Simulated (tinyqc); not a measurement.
Vacuum evaporation: vapour pressure, source flux, thickness distribution, purity and step coverage: one step, computed by the program tinyqc.

Molecular flow, unit sticking of the metal, no re-evaporation. The background gas is taken as water vapour (18.015 g/mol, collision diameter 0.37 nm) at 300 K.

Problem. Scattering and purity. Mean free path lambda = k_B T_g/(sqrt2 pi d^2 p); unscattered share exp(-h/lambda); gas arrival p/sqrt(2 pi m_g k_B T_g); impurity ratio = sticking x gas arrival/metal arrival; monolayer time = 1e15 cm^-2/(sticking x gas arrival).

Inputs (values chosen for the exercise, modelled on copper, with constants for the liquid):

| quantity | value | unit |
|---|---|---|
| source temperature T | 1450 | K |
| source-to-wafer distance h | 68 | cm |
| background pressure p | 1e-05 | Pa |
| sticking of background gas | 0.2 | - |

arrival rate at the centre = 6.760945e+13 1/(cm^2 s)

Constants: k_B = 1.380649e-23 J/K; u = 1.6605390666e-27 kg.

Give: mean free path; unscattered share; gas arrival rate; impurity ratio; monolayer time.

Solution.

mean free path = 681.0 m

unscattered share = 0.9990

gas arrival rate = 3.584e+13 1/(cm^2 s)

impurity ratio = 0.1060

monolayer time = 139.5 s

The gas that sticks amounts to more than a tenth of the metal, although few metal atoms scatter on the way: purity, not the free path, sets the vacuum needed.
